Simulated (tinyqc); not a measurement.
Haynes-Shockley experiment: drift, diffusion and decay of a minority-carrier pulse: one step, computed by the program tinyqc. Command: `OMP_NUM_THREADS=1 python tinyqc.py 3111914 3111915 out.jsonl haynes walk`. One thread of a shared host (Intel(R) Xeon(R) Processor @ 2.30GHz), about 0.01 s of CPU time with the checks.

A thin sheet of excess carriers is made at x = 0, t = 0 in a long uniform bar; injection is low, so the pulse moves with the minority mobility.

Problem. Simple reading of the pulse. With w the full width at half maximum: mu = d/(F t_p); D = (w d)^2/(16 ln2 t_p^3); Einstein ratio D/mu against k_B T/e.

Inputs (values chosen for the exercise, modelled on electrons in p-type silicon in a lightly doped bar): minority mobility mu = 1330 cm^2/(V s); temperature T = 300 K; field F = 15 V/cm; distance d to the collector = 0.6 cm.

time of the peak t_p = 29.13599 microsecond

width at half maximum = 5.130567 microsecond

D = 34.38316 cm^2/s

Constants: k_B = 8.617333262e-05 eV/K.

Give: apparent mobility; apparent D; apparent D/mu; error of mu; error of D.

Solution.

apparent mobility = 1373 cm^2/(V s)

apparent D = 34.5 cm^2/s

apparent D/mu = 25.2 mV

error of mu = 3.22 %

error of D = 0.474 %
